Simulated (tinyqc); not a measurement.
From results back to parameters: bond-orbital model of a tetrahedral semiconductor (Harrison's universal couplings). Three cases, with inputs chosen for the exercise.

Problem. In the bond-orbital model the bond-antibond splitting is 2 sqrt(V2^2 + V3^2), Z* = 4 ap - (Z - 4) with ap = V3/sqrt(V2^2 + V3^2), and V2 = 3.22 x 2c/d^2, c = hbar^2/2m0. The values below come from a hidden bond length and V3.

Constants: hbar^2/2m0 = 3.80998211 eV angstrom^2.

Find: V2, V3; d.

Method. ap = (Z* + Z - 4)/4; V3 = ap times half the splitting, V2 = sqrt(1 - ap^2) times it, and d = sqrt(6.44 c/V2).

Case 1.

Values chosen (out of a larger set: near tabulated values for AlAs; the model gives trends, and its gaps can be far from the real ones; not measured data): Z = 5 (valence electrons of the anion).

splitting = 9.35137 eV
Z* = 0.94196 e

Solution.

V2, V3 (eV): 4.088  2.270

d = 2.450 angstrom

Case 2.

Values chosen (out of a larger set: near tabulated values for GaN; the model gives trends, and its gaps can be far from the real ones; not measured data): Z = 5 (valence electrons of the anion).

splitting = 16.09711 eV
Z* = 1.43398 e

Solution.

V2, V3 (eV): 6.387  4.897

d = 1.960 angstrom

Case 3.

Values chosen (out of a larger set: near tabulated values for GaSb; the model gives trends, and its gaps can be far from the real ones; not measured data): Z = 5 (valence electrons of the anion).

splitting = 7.74631 eV
Z* = 0.60593 e

Solution.

V2, V3 (eV): 3.547  1.555

d = 2.630 angstrom

Computed by tinyqc, one run a case: `OMP_NUM_THREADS=1 python tinyqc.py N N+1 out.jsonl` with N = 1482539, 1482551, 1482563; one thread of a shared Intel(R) Xeon(R) Processor @ 2.30GHz, about 0.01 s a run at most.
